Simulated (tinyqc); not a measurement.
What moves the results: dielectric confinement in a thin film (image charges). A value that a table varies takes the place of the one given here.

A film |z| < t/2 of dielectric constant eps between half-spaces of dielectric constant e2; lam = (eps - e2)/(eps + e2), q = e^2/(4 pi eps0). The self-energy of a band edge is taken with the high-frequency value, e2 = eh, and the field of a fixed ion with the static one, e2 = eo. A charge at z has images lam^|n| at n t + (-1)^n z. Its self-energy is S(z) = (q/2 eps) sum over n >= 1 of lam^n [1/(n t - 2z) + 1/(n t + 2z)] for odd n and 2 lam^n/(n t) for even n; at the centre S(0) = -(q/(eps t)) ln(1 - lam).

Donor at the centre, lam from the static eo, trial function cos(pi z/t) exp(-rho/l): E(l) = c/(m l^2) - (q/eps) times the integral over k of F(k t) (1 + (k l/2)^2)^(-3/2), with F(x) = F0 + 2 lam exp(-x) G/(1 - lam exp(-x)), F0 = 2[(1 - exp(-x/2))/x + x (1 + exp(-x/2))/(x^2 + 4 pi^2)], G = 2 sinh(x/2)[1/x - x/(x^2 + 4 pi^2)]; c = hbar^2/2m0. The binding energy is -E at the minimum, counted from the subband edge with its self-energy.

Constants: e^2/(4 pi eps0) = 14.39964547 eV angstrom; hbar^2/2m0 = 3.80998211 eV angstrom^2; Ry = 13.60569312 eV.

Inputs chosen for the exercise (near those of a Si (100) film, two-fold valleys, between layers of Al2O3; shifted at random, so the results belong to these values and not to a real crystal):

| symbol | value | unit | meaning |
|---|---|---|---|
| eps | 11.5 |  | dielectric constant of the film |
| eh | 3.2 |  | high-frequency dielectric constant outside |
| eo | 9.4 |  | static dielectric constant outside |
| m | 0.184 | m0 | mass in the plane |
| mz | 0.89 | m0 | mass across the film |
| ts | (12, 18, 26, 38, 55, 80, 120) | angstrom | thicknesses |
| t | 18 | angstrom | film thickness |

## Thinning the film

<S> is the mean over (2/t) cos^2(pi z/t); confinement c (pi/t)^2/mz; donor binding with and without images.

Results:

| t (angstrom) | <S> (meV) | confinement (meV) | binding, no images (meV) | binding (meV) | l (angstrom) |
|---|---|---|---|---|---|
| 12 | 99.8 | 293.4 | 57.3 | 70.5 | 20.2 |
| 18 | 66.5 | 130.4 | 52.2 | 62.4 | 22.1 |
| 26 | 46.0 | 62.5 | 47.2 | 55.0 | 24.3 |
| 38 | 31.5 | 29.3 | 41.7 | 47.5 | 27.1 |
| 55 | 21.8 | 14.0 | 36.3 | 40.6 | 30.3 |
| 80 | 15.0 | 6.6 | 31.0 | 34.1 | 34.4 |
| 120 | 10.0 | 2.9 | 25.6 | 27.8 | 39.8 |

Between 120 and 12 angstrom the binding goes from 27.8 to 70.5 meV; quantum confinement alone would take it from 25.6 to 57.3, so the images supply +2.1 and +13.2 meV. |<S>| goes as 1/t and exceeds the confinement energy beyond 35 angstrom. For t well above a* = 33 angstrom the separable trial function underbinds, which affects the last rows.

## Choice of the surrounding dielectric

The same film between different dielectrics; in this table one value e2 serves for both eo and eh.

Results:

| case | lam | <S> (meV) | binding (meV) | l (angstrom) |
|---|---|---|---|---|
| e2 = 1 | 0.840 | 140.5 | 265.5 | 17.2 |
| e2 = 2.5 | 0.643 | 81.5 | 164.7 | 18.3 |
| e2 = 3.9 | 0.494 | 54.9 | 123.7 | 19.3 |
| e2 = 7.5 | 0.211 | 19.7 | 75.5 | 21.2 |
| e2 = 16 | -0.164 | -13.0 | 38.5 | 24.7 |
| e2 = 25 | -0.370 | -27.5 | 24.9 | 27.5 |
| e2 = 80 | -0.749 | -50.4 | 7.8 | 36.6 |

The binding spans a factor 34.0, from 265 meV in vacuum to 7.8 meV for e2 = 80; going from 3.9 to 25 changes it by -98.8 meV and the band edge by -82.4 meV, so the binding responds 1.20 times as much as the edge (for an orbit much smaller than t the binding would change by twice the change of S(0), -138.4 meV; here l/t = 1.07 for e2 = 3.9).

## What each parameter does

<S> is the mean over (2/t) cos^2(pi z/t). Each row changes one parameter from the base and keeps the others.

Results:

| case | lam from eh | <S> (meV) | binding (meV) | l (angstrom) |
|---|---|---|---|---|
| base | 0.565 | 66.5 | 62.4 | 22.1 |
| t = 28 angstrom | 0.565 | 42.8 | 53.5 | 24.8 |
| eps = 10.3 | 0.526 | 67.0 | 68.4 | 20.8 |
| eo = 13.2 | 0.565 | 66.5 | 46.1 | 23.7 |
| eh = 4.2 | 0.465 | 50.6 | 62.4 | 22.1 |
| m = 0.221 m0 | 0.565 | 66.5 | 70.5 | 19.3 |

The largest shifts from the base row, up to three for each result and ties (the steps differ in size, so this ranks the rows, not the parameters). lam from eh: eh -0.100, eps -0.039; unchanged at the printed digits by t, eo and m. <S> (meV): t -23.8, eh -15.9, eps +0.5; unchanged at the printed digits by eo and m. binding (meV): eo -16.3, t -8.9, m +8.1; unchanged at the printed digits by eh. l (angstrom): m -2.8, t +2.7, eo +1.6; unchanged at the printed digits by eh.

(tinyqc, `OMP_NUM_THREADS=1 python tinyqc.py 1281178 1281179 out.jsonl`, Intel(R) Xeon(R) Processor @ 2.30GHz, 1 thread, shared host, about 0.1 s.)
